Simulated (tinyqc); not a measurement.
Dispersion and weight of the plasmon: plasmons of a degenerate electron gas in the random-phase approximation.

Zero temperature, parabolic band: kF = (3 pi^2 n)^(1/3), EF = c kF^2/m, Ep^2 = 8 pi c e2 n/(m eb), qTF^2 = 6 pi e2 n/(eb EF), c = hbar^2/2m0, e2 = e^2/(4 pi eps0), n in 1/angstrom^3 (1e-24 per 1/cm^3).

Lindhard function: eps(q, E)/eb = 1 + (qTF/q)^2 (f1 + i f2) with z = q/(2 kF), u = E/(hbar vF q), hbar vF = 2 c kF/m; f1 = 1/2 + [h(z - u) + h(z + u)]/(8 z), h(x) = (1 - x^2) ln|(x + 1)/(x - 1)|; f2 = pi u/2 for z + u < 1, (pi/(8 z))(1 - (z - u)^2) for |z - u| < 1 < z + u, else 0. Pairs exist for c (q^2 - 2 q kF)/m < E < c (q^2 + 2 q kF)/m.

Constants: hbar^2/2m0 = 3.80998211 eV angstrom^2; e^2/(4 pi eps0) = 14.39964547 eV angstrom.

Inputs chosen for the exercise (out of a larger set: a free-electron density near that of Al; not measured data): n = 1.8e+23 1/cm^3 (electron density); m = 1 m0 (mass); eb = 1 (background dielectric constant).

Short formula: E^2 = Ep^2 + (3/5)(hbar vF q)^2 + (c q^2/m)^2; qc is where the plasmon meets the top of the continuum. The weight is the share of the f-sum that the plasmon carries, 2E/(Ep^2 d(eps/eb)/dE); a dash marks no undamped root.

Energies (eV):
```
q (1/angstrom),q/kF,top of continuum,plasmon,short formula,weight
0.129,0.074,1.780,15.81,15.81,1.000
0.323,0.185,4.697,16.11,16.11,1.000
0.517,0.296,7.900,16.69,16.66,0.997
0.710,0.406,11.37,17.57,17.48,0.986
0.904,0.518,15.15,18.86,18.57,0.951
1.03,0.590,17.75,19.99,19.42,0.896
1.16,0.664,20.57,21.48,20.43,0.771
1.25,0.716,22.59,22.80,21.21,0.570
1.42,0.813,26.58,-,22.84,-
1.68,0.962,33.11,-,25.77,-
```

qc = 1.292 1/angstrom

Ep = 15.75 eV. The plasmon rises from 15.81 to 22.8 eV just before qc, 45 % above Ep. The short formula errs by -0.54 % at q/kF = 0.41 and -6.99 % next to qc. The weight falls from 1.000 to 0.570 as pairs take over the sum.

Run: tinyqc, `OMP_NUM_THREADS=1 python tinyqc.py 1680497 1680498 out.jsonl`; Intel(R) Xeon(R) Processor @ 2.30GHz, one thread, shared host; about 0.01 s of CPU time with all checks.
